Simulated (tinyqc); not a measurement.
What each parameter does: configuration-coordinate model of carrier capture at a defect.

Two parabolas of equal curvature k in one coordinate Q: with the carrier free at the band edge, U_f = k Q^2/2; with the carrier trapped, U_t = k (Q - dQ)^2/2 - ET. ER = k dQ^2/2, Huang-Rhys factor S = ER/hw, hw = 0.0646541 sqrt(k/M) eV for k in eV/angstrom^2 and M in u. The curves cross at a height Eb = (ER - ET)^2/(4 ER) above the free minimum.

Multiphonon factor for giving p = ET/hw phonons to the lattice: W = exp(-S (2 nb + 1)) ((nb + 1)/nb)^(p/2) I_p(x), nb = 1/(exp(hw/kT) - 1), x = 2 S sqrt(nb (nb + 1)), I_p the modified Bessel function. Classical limit: W = hw exp(-Eb/kT)/sqrt(4 pi ER kT). At T = 0: exp(-S) S^p/Gamma(p + 1).

Constants: kB = 8.617333262e-05 eV/K.

Parameters, chosen for this exercise (of the size met at a DX centre in AlGaAs; the results hold for these values, not for the real material):
```
symbol  value  unit  meaning
ET      0.08   eV    thermal depth of the level below the band edge
ER      0.86   eV    relaxation energy
hw      0.011  eV    phonon energy of the mode
T       350    K     temperature
```

Eb, log10 W and the full width 2.35482 sqrt(ER hw coth(hw/2kT)). Each row changes one parameter from the base and keeps the others.

Results:
```
case            Eb (eV)  log10 W  full width (eV)
base             0.1769   -4.252           0.5393
ET = 0.12 eV     0.1592   -3.998           0.5393
ER = 0.91 eV     0.1893   -4.442           0.5548
hw = 0.0132 eV   0.1769   -4.169           0.5406
T = 380 K        0.1769   -4.071           0.5615
```

The largest shifts from the base row, up to three for each result and ties (the steps differ in size, so this ranks the rows, not the parameters). Eb (eV): ET -0.0177, ER +0.0124; unchanged at the printed digits by hw and T. log10 W: ET +0.254, ER -0.190, T +0.181. full width (eV): T +0.0222, ER +0.0155, hw +0.0013; unchanged at the printed digits by ET.

Program tinyqc; command `OMP_NUM_THREADS=1 python tinyqc.py 1452207 1452208 out.jsonl`; about 0.01 s on one thread of a shared Intel(R) Xeon(R) Processor @ 2.30GHz.
